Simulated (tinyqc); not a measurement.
Nanowire ballistic transistor, top-of-the-barrier model: one step of the calculation.

At the top of the source barrier, states moving towards the drain are filled by the source (Fermi level 0) and states moving back by the drain (Fermi level -q Vd); nothing scatters. U is the shift of the band edge there, set by the capacitances CG, CD and CS (the total) and by the charge. Parabolic one-dimensional subband; the source is grounded.

Question. Current, mean velocity and share of the gate voltage. N0 = gv sqrt(2 m kB T/pi)/hbar, CG = 2 pi eps0 eox/ln(1 + 2 tox/d), CS = CG/aG, n0 = n at U = 0 and Vd = 0. eta1 = -(E0 + U)/Vt, eta2 = eta1 - Vd/Vt, n = (N0/2)[F_(-1/2)(eta1) + F_(-1/2)(eta2)], F_(-1/2)(x) = (1/sqrt(pi)) int_0^infinity u^(-1/2)/(1 + exp(u - x)) du. I = gv (2 q^2/h) Vt [ln(1 + exp eta1) - ln(1 + exp eta2)]. Mean velocity I/(q n). CQ = (q/Vt) dn/d(eta1); the band edge follows the gate as -dU/dVg = aG/(1 + CQ/CS).

Values chosen for this exercise; mass and valleys close to those of gallium arsenide: temperature T = 400 K; effective mass m = 0.0676 m0; valley degeneracy gv = 1; relative permittivity of the gate insulator eox = 22; insulator thickness tox = 2 nm; wire diameter d = 5 nm; gate control CG/CS aG = 0.95; band edge at the barrier top above the source Fermi level at zero bias E0 = 0.36 eV; drain voltage Vd = 0.8 V.

Constants: q = 1.602176634e-19 C, kB = 1.380649e-23 J/K, hbar = 1.054571817e-34 J s, h = 6.62607015e-34 J s, m0 = 9.1093837015e-31 kg, Vt = kB T/q, eps0 = 8.8541878128e-14 F/cm where lengths are in cm. Results are converted to the units shown.

converged U = -0.59415427 eV

Find: eta1; n; I; mean velocity; CQ; -dU/dVg.

Answer.

eta1 = 6.793
n = 2.031e6 cm^-1
I = 18.15 uA
mean velocity = 5.576e7 cm/s
CQ = 0.7265 pF/cm
-dU/dVg = 0.9195 eV/V

The carriers from the source are degenerate (eta1 = 6.79), and the mean velocity is 2.33 times vT = sqrt(2 kB T/(pi m)) = 2.39e7 cm/s.

tinyqc, about 0.03 s, one thread, Intel Xeon 2.30GHz (shared host): `OMP_NUM_THREADS=1 python tinyqc.py 2400093 2400094 out.jsonl`
